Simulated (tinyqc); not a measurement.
Worked calculation: time-dependent dielectric breakdown: cell percolation, Weibull statistics, area scaling and voltage extrapolation. Computed by tinyqc, a small Python program that keeps every step. Command: `OMP_NUM_THREADS=1 python tinyqc.py 3031852 3031853 out.jsonl tddb walk`. One thread of a shared host (Intel(R) Xeon(R) Processor @ 2.30GHz), about 0.01 s of CPU time with the checks. Intermediate numbers are printed to about 6 digits and carried at full precision; extremes and crossings named in words are read from the listed rows.

The oxide is divided into columns of area a^2, each holding m = t_ox/a cells (m is taken as continuous). A share lambda(t) = (t/t_1)^alpha of the cells is defective, and a column whose cells are all defective breaks down.

Inputs (values chosen for the exercise, for a model gate oxide):
```
quantity                                                   value  unit
oxide thickness t_ox                                         2.2    nm
defect cell size a                                           1.2    nm
exponent alpha of defect growth                              0.9     -
time t_1 at which the occupied share would reach 1       1.6e+09     s
test area A                                                 1000  um^2
product area A_u                                           3e+06  um^2
stress voltage V                                            2.91     V
use voltage V_u                                              1.8     V
local exponent n = -d ln t/d ln V at the stress voltage       45     -
activation energy E_a                                       0.76    eV
stress temperature T                                         150     C
use temperature T_u                                          100     C
allowed failure fraction F                                 1e-06     -
```

Voltage law used: power.

Constants: k_B = 8.617333262e-05 eV/K.

## Weibull parameters from the cell model

Failure fraction F = 1 - (1 - lambda^m)^N with N = A/a^2 columns, which for small lambda^m is 1 - exp(-(t/t63)^beta) with beta = alpha m and t63 = t_1 N^(-1/beta); critical share lambda(t63) = N^(-1/m). 1 um^2 = 1e6 nm^2.

cells per column m = 1.83333

columns N = 6.94444e+08

Weibull slope beta = 1.65

characteristic life t63 = 7007.32 s

critical share of defective cells = 1.50414e-05

Times between F = 10 % and 90 % span a factor 6.48: the smaller beta = alpha m, the wider the scatter. Caution: t_1 is an input here; in a real oxide it changes with thickness at fixed voltage.

## A sample of breakdown times

uniform random numbers u: 0.9074  0.8308  0.4782  0.0163  0.5704  0.8218  0.8219  0.5627  0.6929  0.7218  0.4058

Each device fails at t = t63 (-ln(1 - u))^(1/beta). Sort the times; median rank F_i = (i - 0.3)/(n_s + 0.4) for n_s devices; W = ln(-ln(1 - F_i)).

Weibull plot:
```
i     t (s)       F_i     ln t         W
1     581.0  0.061404  6.36478  -2.75877
2    4717.4  0.149123  8.45902  -1.82333
3    5399.5  0.236842  8.59407  -1.30826
4    6245.9  0.324561  8.73969  -0.93549
5    6326.9  0.412281  8.75257  -0.63204
6    7749.0  0.500000  8.95532  -0.36651
7    8135.9  0.587719  9.00405  -0.12098
8    9750.7  0.675439  9.18510   0.11803
9    9752.7  0.763158  9.18529   0.36489
10   9927.3  0.850877  9.20304   0.64342
11  11850.1  0.938596  9.38009   1.02614
```

## Fitting the sample

W = ln(-ln(1 - F_i)) with the median ranks F_i. Least squares in W: W = beta ln t - beta ln t63. Maximum likelihood: solve sum t^b ln t/sum t^b - 1/b = mean of ln t for b, then t63 = (mean of t^b)^(1/b).

slope by least squares = 1.18498

t63 by least squares = 9467.32 s

slope by maximum likelihood = 2.46302

t63 by maximum likelihood = 8092.44 s

The true values are beta = 1.650 and t63 = 7010 s. With 11 devices the standard error of the maximum-likelihood slope is about 0.78 beta/sqrt(n_s) = 0.39; the fits miss by -0.47 and +0.81, and t63 by +35 and +15 %.

## Projection to use conditions

All three voltage laws share the slope n at the stress voltage. Factor t(V_u)/t(V): E law exp(n (1 - V_u/V)); 1/E law exp(n (V/V_u - 1)); power law (V/V_u)^n. Temperatures in kelvin are T(C) + 273.15. Temperature factor exp[(E_a/k_B)(1/T_u - 1/T)]; area factor (A/A_u)^(1/beta); percentile factor (-ln(1 - F))^(1/beta); life = t63 x all four; 1 year = 3.15576e7 s.

voltage factor = 2.44299e+09

temperature factor = 16.3259

area factor = 0.00781005

percentile factor = 2.31013e-04

projected life = 15.9786 years

Area and percentile together cost 5.7 decades, voltage and temperature return 10.6; a ten-year target is met. Caution: a voltage factor of more than nine decades rests wholly on the chosen law and cannot be tested.

## Three voltage laws

Life = t63 x voltage, temperature, area and percentile factors, the last three as above.

Log10 of the life in years:
```
V_u/V  V_u (V)     E law  1/E law  power law
1.00    2.9100  -8.18438  -8.1844   -8.18438
0.95    2.7645  -7.20722  -7.1558   -7.18195
0.90    2.6190  -6.23006  -6.0129   -6.12530
0.80    2.3280  -4.27573  -3.2986   -3.82343
0.70    2.0370  -2.32141   0.1913   -1.21380
0.60    1.7460  -0.36708   4.8445    1.79881
0.50    1.4550   1.58724  11.3589    5.36197
0.40    1.1640   3.54157  21.1305    9.72292
```

At V_u/V = 0.9 the laws differ by 0.22 decades at most, and at 0.5 by 9.8. The E law is the most cautious and the 1/E law the most hopeful. Ten years are reached at V_u/V = 0.530 (E), 0.680 (1/E), 0.625 (power). Caution: the rows at low voltage extrapolate over many decades and cannot be tested.

Checks made by the program: Weibull form against the exact column count at t63 (relative difference 6e-10).
